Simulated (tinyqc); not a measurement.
From results to parameters: two-site tight-binding chain. Computed by the program tinyqc.

Problem. A two-site chain has site energies +delta (A) and -delta (B) and hoppings t1 > t2 > 0, so E = +/- sqrt(delta^2 + |t1 + t2 exp(-ika)|^2). Find delta, t1 and t2.

upper band at k = 0 = 2.094421 eV
upper band at the zone edge = 1.310343 eV
weight of the upper band on site A at the zone edge = 0.992237

Solution. The weight on A is (1 + delta/E)/2, which gives delta; then t1 + t2 = sqrt(E(0)^2 - delta^2) and t1 - t2 = sqrt(E(edge)^2 - delta^2).

delta, t1, t2 (eV): 1.2900  0.9400  0.7100
